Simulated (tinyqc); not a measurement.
Heisenberg spin cluster by exact diagonalisation: multiplets, susceptibility, level crossings. Changing the exchange J2. Computed by tinyqc, a small Python program. Command: `OMP_NUM_THREADS=1 python tinyqc.py 3000212 3000213 out.jsonl spincl sweep`. One thread of a shared host (Intel(R) Xeon(R) Processor @ 2.30GHz), about 0.02 s of CPU time with the checks.

H = J1 sum S_i.S_j over the bonds 1-2, 2-3, 3-4, 4-5, 5-6, 6-1 + J2 sum over 1-3, 2-4, 3-5, 4-6, 5-1, 6-2 - g mu_B B S_z; J > 0 is antiferromagnetic.

Inputs (values chosen for the exercise, for a model cluster):

| quantity | value | unit |
|---|---|---|
| exchange J1 | -0.436 | meV |
| g factor | 2.18 | - |
| temperature T | 2.1 | K |
| field B | 3.6 | T |

Cluster: ring of six with second neighbours J2. Spin s of each site: 0.5.

Constants: k_B = 8.617333262e-05 eV/K; mu_B = 5.7883818060e-05 eV/T.

Method:
- Every multiplet has one member in the block S_z = 0; diagonalise it and read the total spin from <S^2> = S (S + 1).
- Z = sum k (2S + 1) exp(-E/(k_B T)) over the table, k the number of multiplets; <S^2> likewise with the factor S (S + 1); chi T = N_A g^2 mu_B^2 <S^2>/(3 k_B) = 0.125049 g^2 <S^2> cm^3 K/mol (cgs, per mole of clusters); C = (<E^2> - <E>^2)/(k_B T)^2; entropy = ln Z + <E>/(k_B T).
- Each multiplet splits as E - g mu_B B m; <S_z> is the Boltzmann mean. The first level crossing is at the smallest (E_S - E_0)/(g mu_B (S - S_0)) over higher spins (0 if the ground state has the highest spin).

One run for each value:

| exchange J2 (meV) | ground energy (meV) | gap to the next level (meV) | chi T (cm^3 K/mol) | first crossing field (T) |
|---|---|---|---|---|
| -0.440 | -1.3140 | 0.87200 | 7.0621 | 0.00000 |
| -0.320 | -1.1340 | 0.69800 | 6.9785 | 0.00000 |
| -0.210 | -0.9690 | 0.53300 | 6.7748 | 0.00000 |
| -0.096 | -0.7980 | 0.36200 | 6.2396 | 0.00000 |
| 0.017 | -0.6285 | 0.19250 | 5.0787 | 0.00000 |
| 0.130 | -0.5184 | 0.03301 | 3.4059 | 0.15693 |
| 0.240 | -0.6678 | 0.04924 | 2.1189 | 0.39024 |
| 0.360 | -0.8351 | 0.06340 | 1.4384 | 0.50240 |
| 0.470 | -0.9912 | 0.06823 | 1.1879 | 0.54068 |
| 0.580 | -1.1491 | 0.06114 | 1.0838 | 0.48453 |
| 0.700 | -1.3229 | 0.05490 | 1.0371 | 0.43503 |

What does the table show, and why?

Over the rows, ground energy (meV) goes from -1.31 through a maximum among these rows, -0.518 at 0.130, to -1.32; gap to the next level (meV) lies between 0.0330 and 0.872 without a single trend; chi T (cm^3 K/mol) falls from 7.06 to 1.04. The gap is smallest, 0.0330 meV, at J2 = 0.130 meV among these rows; a gap that closes marks a crossing of two levels.

Extremes, crossings and ranges named in words are read from the listed rows.
